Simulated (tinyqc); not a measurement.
Film thickness from the threshold shift.

Question. Undoped body with a flat potential across it, hard walls, transport along x. One isotropic valley (g = 1, mx = my = mz = me). Non-parabolicity enters the subband edges through E (1 + al E) = gamma, so E = 2 gamma/(1 + sqrt(1 + 4 al gamma)); motion within a subband is taken as parabolic with the band-edge mass. Energies are counted from the bulk band edge. gamma = C (pi k/(t + dl))^2/mz, C = hbar^2/(2 m0). Each subband has N_k = g sqrt(mx my) m0 kB T/(pi hbar^2); without degeneracy n = exp(EF/Vt) sum N_k exp(-E_k/Vt). Classical value Nc times t, Nc = sum over valleys of 2 g (m m0 kB T/(2 pi hbar^2))^1.5 with m = (mx my mz)^(1/3). Threshold shift dVT = Vt ln(classical value/sum N_k exp(-E_k/Vt)). Find t and the lowest subband edge.

Parameters, values chosen for the exercise; masses close to those of In0.53Ga0.47As:

| symbol | value | unit | meaning |
|---|---|---|---|
| T | 77 | K | temperature |
| me | 0.0405 | m0 | mass at the band edge |
| al | 1.1 | 1/eV | non-parabolicity |
| dl | 0 | nm | widening of the box by penetration into the insulator |

Constants: q = 1.602176634e-19 C, kB = 1.380649e-23 J/K, hbar = 1.054571817e-34 J s, m0 = 9.1093837015e-31 kg, Vt = kB T/q, hbar^2/(2 m0) = 0.0380998212 eV nm^2. Results are converted to the units shown.

dVT = 76.879446 mV

Answer. dVT is evaluated for trial values of t with all subbands; between 1.5 and 25 nm one value matches.

t = 9.900 nm
E_1 = 86.50 meV

Numbers from tinyqc (`OMP_NUM_THREADS=1 python tinyqc.py 2350143 2350144 out.jsonl`; about 0.04 s on one thread of a shared Intel Xeon 2.30GHz).
